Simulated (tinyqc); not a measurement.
# Worked calculation: resistance of a source-drain extension with a graded tip

Program tinyqc, `OMP_NUM_THREADS=1 python tinyqc.py 2282068 2282069 out.jsonl`; Intel Xeon 2.30GHz, shared host, one thread, about 0.03 s. Printed values are rounded.

y runs along the channel, the gate covers y > 0. The doping is N0 for y < y0 and N0 10^(-(y - y0)/la) beyond, uniform over the depth xj. Sheet conductance s(y) = q mu(N) max(N - Nch, 0) xj + (for y > 0) ma Cox Vo, with mu(N) = u0 + (u1 - u0)/(1 + (N/Nr)^au) and Cox = eps0 eox/tox. Current is taken as one-dimensional; depletion of the tip, spreading and the contact are left out. The metallurgical junction lies at yj, where N = Nch.

Values chosen for this exercise; mobility law close to that of electrons in silicon:
- eox = 9.08 (relative permittivity of the gate insulator (close to aluminium oxide))
- tox = 3.5 nm (insulator thickness)
- N0 = 2.7e20 cm^-3 (active doping of the extension far from the gate)
- la = 2.5 nm/decade (lateral abruptness)
- y0 = 0.5 nm (position under the gate where the fall begins (gate edge at 0))
- xj = 9 nm (depth of the extension)
- Nch = 2.3e18 cm^-3 (channel doping)
- Vo = 0.41 V (gate overdrive)
- ma = 210 cm^2/(V s) (mobility of the gate-induced layer)
- u1 = 1414 cm^2/(V s) (mobility at low doping)
- u0 = 68.5 cm^2/(V s) (mobility at high doping)
- Nr = 9.2e16 cm^-3 (reference doping)
- au = 0.711 (exponent)
- Lg = 40 nm (gate length)

Constants: q = 1.602176634e-19 C, eps0 = 8.8541878128e-14 F/cm where lengths are in cm. Results are converted to the units shown.

## Sheet resistances and junction position

yj = y0 + la log10(N0/Nch); sheet resistance of the full extension 1/[q mu(N0)(N0 - Nch) xj] and of the gate-induced layer 1/(ma Cox Vo); metallurgical length Lg - 2 yj; ye is where the doped and the gate-induced conductances are equal.

yj = 5.674090 nm
sheet resistance of the extension = 354.4312 ohm/square
sheet resistance of the induced layer = 5056.271 ohm/square
metallurgical length = 28.65182 nm
ye = 3.589648 nm
N at ye = 1.568573e19 cm^-3

The gate takes over 2.08 nm before the junction, where N is still 6.82 times the channel doping.

## Resistance of the overlapped part

Midpoint rule on 8 equal steps from 0 to yj: R_ov = sum h/s(y), per width.

```
point     y (nm)    N (cm^-3)  doped conductance (uS)  sheet resistance (ohm/square)
0      0.3546306       2.7e20                2821.422                       331.2140
1       1.063892  1.606227e20                1715.231                       522.7376
2       1.773153  8.358003e19                926.1613                       889.7307
3       2.482414  4.349087e19                505.8461                       1421.221
4       3.191676  2.263047e19                277.9862                       2101.898
5       3.900937  1.177576e19                150.1751                       2873.982
6       4.610198  6.127518e18                73.52027                       3686.031
7       5.319459  3.188453e18                21.60183                       4558.383
```

R_ov = 11.621 ohm um

The exact integral is 11.652 ohm um; the coarse sum is 0.26 % below it.
